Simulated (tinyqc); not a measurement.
Inside a calculation. Model: cluster expansion of a binary alloy: correlations, fit, cross-validation and ground states. Computed by tinyqc, a small Python program that keeps every step. Command: `OMP_NUM_THREADS=1 python tinyqc.py 3010829 3010830 out.jsonl clex walk`. One thread of a shared host (Intel(R) Xeon(R) Processor @ 2.30GHz), about 0.02 s of CPU time with the checks. Intermediate numbers are printed to about 6 digits and carried at full precision; extremes and crossings named in words are read from the listed rows.

s = +1 for A and -1 for B. Energy per site E = J0 + J1 P(point) + sum over clusters of m V P, with P the mean product of spins; V > 0 on a pair favours unlike neighbours. Clusters per site m: pair 1 2, pair 2 2, pair 3 2, triplet 4; the triplet is two first-neighbour bonds at a right angle. Formation energies are counted from the line between pure A and pure B, which removes J0 and J1.

Inputs (values chosen for the exercise, for a model alloy):
```
quantity,value,unit
first-pair interaction V1,-4.47,meV
second-pair interaction V2,2.3,meV
third-pair interaction V3,0.34,meV
triplet interaction Vt,-0.48,meV
noise amplitude,0.8,meV/site
temperature T,390,K
fraction x of B,0.61,-
```

Lattice: square.

Constants: k_B = 8.617333262e-05 eV/K.

## Design matrix

correlations P, counted on periodic cells:
```
,point,pair 1,pair 2,pair 3,triplet
A,1.00000,1.00000,1.00000,1.00000,1.00000
A3B p(2x2),0.50000,0.00000,0.00000,1.00000,-0.50000
A3B c(4x2),0.50000,0.00000,0.00000,0.50000,-0.50000
A2B diagonal rows,0.33333,-0.33333,0.33333,-0.33333,-0.33333
A2B rows,0.33333,0.33333,-0.33333,0.33333,0.33333
AB c(2x2),0.00000,-1.00000,1.00000,1.00000,0.00000
AB p(2x1),0.00000,0.00000,-1.00000,1.00000,0.00000
A2B2 rows,0.00000,0.50000,0.00000,0.00000,0.00000
AB2 diagonal rows,-0.33333,-0.33333,0.33333,-0.33333,0.33333
AB2 rows,-0.33333,0.33333,-0.33333,0.33333,-0.33333
AB3 p(2x2),-0.50000,0.00000,0.00000,1.00000,0.50000
AB3 c(4x2),-0.50000,0.00000,0.00000,0.50000,0.50000
B,-1.00000,1.00000,1.00000,1.00000,-1.00000
```

Design matrix of formation energies: m (P - 1) for pairs and m (P(triplet) - P(point)) for the triplet; x = (1 - P(point))/2.

X:
```
,pair 1,pair 2,pair 3,triplet
A,0.00000,0.00000,0.00000,0.00000
A3B p(2x2),-2.00000,-2.00000,0.00000,-4.00000
A3B c(4x2),-2.00000,-2.00000,-1.00000,-4.00000
A2B diagonal rows,-2.66667,-1.33333,-2.66667,-2.66667
A2B rows,-1.33333,-2.66667,-1.33333,0.00000
AB c(2x2),-4.00000,0.00000,0.00000,0.00000
AB p(2x1),-2.00000,-4.00000,0.00000,0.00000
A2B2 rows,-1.00000,-2.00000,-2.00000,0.00000
AB2 diagonal rows,-2.66667,-1.33333,-2.66667,2.66667
AB2 rows,-1.33333,-2.66667,-1.33333,0.00000
AB3 p(2x2),-2.00000,-2.00000,0.00000,4.00000
AB3 c(4x2),-2.00000,-2.00000,-1.00000,4.00000
B,0.00000,0.00000,0.00000,0.00000
```

## Formation energies

standard normal numbers for the noise (0 for the pure ends): A 0.000, A3B p(2x2) 2.244, A3B c(4x2) 0.193, A2B diagonal rows -0.077, A2B rows -1.236, AB c(2x2) 1.754, AB p(2x1) -0.804, A2B2 rows -0.757, AB2 diagonal rows 0.661, AB2 rows 0.677, AB3 p(2x2) -0.471, AB3 c(4x2) -0.559, B 0.000

Exact: X V with V = (V1, V2, V3, Vt). The data to fit add the noise amplitude times the normal numbers, standing for what the clusters leave out.

exact energies (meV/site): A 0.0000, A3B p(2x2) 6.2600, A3B c(4x2) 5.9200, A2B diagonal rows 9.2267, A2B rows -0.6267, AB c(2x2) 17.8800, AB p(2x1) -0.2600, A2B2 rows -0.8100, AB2 diagonal rows 6.6667, AB2 rows -0.6267, AB3 p(2x2) 2.4200, AB3 c(4x2) 2.0800, B 0.0000

data (meV/site): A 0.0000, A3B p(2x2) 8.0552, A3B c(4x2) 6.0744, A2B diagonal rows 9.1651, A2B rows -1.6155, AB c(2x2) 19.2832, AB p(2x1) -0.9032, A2B2 rows -1.4156, AB2 diagonal rows 7.1955, AB2 rows -0.0851, AB3 p(2x2) 2.0432, AB3 c(4x2) 1.6328, B 0.0000

## Normal equations for V1, V2, Vt

Leave out pair 3: A = X^T X and b = X^T E (E being the data with noise) over these three columns; solve A V = b. The root-mean-square error runs over the structures between the pure ends.

matrix A:
```
,V1,V2,Vt
V1,54.7778,40.2222,0.0000
V2,40.2222,53.7778,0.0000
Vt,0.0000,0.0000,78.2222
```

b (meV): [-150.883, -46.446, -47.067]

fitted V1, V2, Vt (meV): [-4.70328, 2.65407, -0.60170]

root-mean-square error of the three-cluster fit = 0.796881 meV/site

The fit misses V1 by -0.23, V2 by +0.35 and Vt by -0.12 meV; the omitted V3 = 0.34 meV and the noise shift the fitted values.

## Which clusters to keep

For each set, H = X (X^T X)^-1 X^T over the structures between the ends; residual e = E - H E; leave-one-out error e_i/(1 - H_ii); both as root mean squares.

Fits:
```
clusters,fit error (meV/site),leave-one-out error (meV/site),largest H_ii
V1,4.32832,5.14296,0.292089
V1 V2,1.79153,2.01285,0.647925
V1 V3,4.02850,5.58643,0.516129
V1 V2 Vt,0.79688,1.10477,0.647925
V1 Vt,4.01992,4.89478,0.292089
V1 V2 V3,1.70048,2.03546,0.755266
V1 V3 Vt,3.69516,5.46206,0.516129
V1 V2 V3 Vt,0.56308,0.87389,0.755266
```

leave-one-out error without pair 3 = 1.10477 meV/site

leave-one-out error with all four = 0.873893 meV/site

The fit error can only fall as clusters are added, to 0.56 meV with all four. The leave-one-out error is least for V1 V2 V3 Vt (0.87 meV): dropping V2, V3 or Vt makes prediction worse at this noise.

## Ground states by the convex hull

Height above the hull = E less the lowest straight line between two structures that bracket x (or the lowest structure at the same x). The three-term fit is X V with the fitted values.

Hull among these structures (meV/site):
```
structure,x,exact E,above hull,fitted E,"above hull, fit"
A,0.00000,0.0000,0.0000,0.0000,0.0000
A3B p(2x2),0.25000,6.2600,6.7300,6.5052,7.1101
A3B c(4x2),0.25000,5.9200,6.3900,6.5052,7.1101
A2B diagonal rows,0.33333,9.2267,9.8533,10.6079,11.4143
A2B rows,0.33333,-0.6267,0.0000,-0.8065,0.0000
AB c(2x2),0.50000,17.8800,18.6900,18.8131,20.0228
AB p(2x1),0.50000,-0.2600,0.5500,-1.2097,0.0000
A2B2 rows,0.50000,-0.8100,0.0000,-0.6049,0.6049
AB2 diagonal rows,0.66667,6.6667,7.2933,7.3988,8.2053
AB2 rows,0.66667,-0.6267,0.0000,-0.8065,0.0000
AB3 p(2x2),0.75000,2.4200,2.8900,1.6916,2.2965
AB3 c(4x2),0.75000,2.0800,2.5500,1.6916,2.2965
B,1.00000,0.0000,0.0000,0.0000,0.0000
```

lowest exact formation energy = -0.81 meV/site

On the exact hull: A, A2B rows, A2B2 rows, AB2 rows, B. The fit finds A, A2B rows, AB p(2x1), AB2 rows, B instead; its root-mean-square error is 0.80 meV. A structure at zero height may lie on a tie line without being a vertex, and structures outside this list could lie lower.

## The random alloy and its short-range order

Random alloy: P(pair) = p^2, P(triplet) = p^3, p = 1 - 2x, so H_mix = (p^2 - 1) sum m V(pairs) + (p^3 - p) m Vt; G_mix = H_mix + k_B T [x ln x + (1 - x) ln(1 - x)]. To first order in 1/T the Warren-Cowley parameter of shell 1 is alpha_1 = -(1 - p^2) V_eff/(k_B T), V_eff = V1 + (number of triplets on a first-neighbour bond) p Vt, that number being 4.

mixing enthalpy H_mix = 3.08090 meV/site

mixing free energy G_mix = -19.3941 meV/site

alpha_1 = 0.114608

alpha_1 > 0: like neighbours cluster.

Checks made by the program: leave-one-out formula against refits (relative difference below 1e-10).
